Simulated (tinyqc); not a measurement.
## Transfer length from front and end resistance

Problem. A contact of length d and width W has Rc = (Rsh Lt/W) coth(d/Lt) and Re = (Rsh Lt/W)/sinh(d/Lt), with Rsh the sheet resistance under the metal and Lt = sqrt(rc/Rsh). Find Lt, Rsh and rc.

Parameters, values chosen for the exercise:

| symbol | value | unit | meaning |
|---|---|---|---|
| d | 0.94 | um | contact length |
| W | 2.7 | um | contact width |

Rc = 3.3963564 ohm
Re = 0.11226207 ohm

Solution. Rc/Re = cosh(d/Lt) gives Lt, and Re then gives Rsh.

Lt = 0.2291 um
Rsh = 40.00 ohm/sq
rc = 2.100e-8 ohm cm^2

Numbers from tinyqc (`OMP_NUM_THREADS=1 python tinyqc.py 2760163 2760164 out.jsonl`; about 0.01 s on one thread of a shared Intel Xeon 2.30GHz).
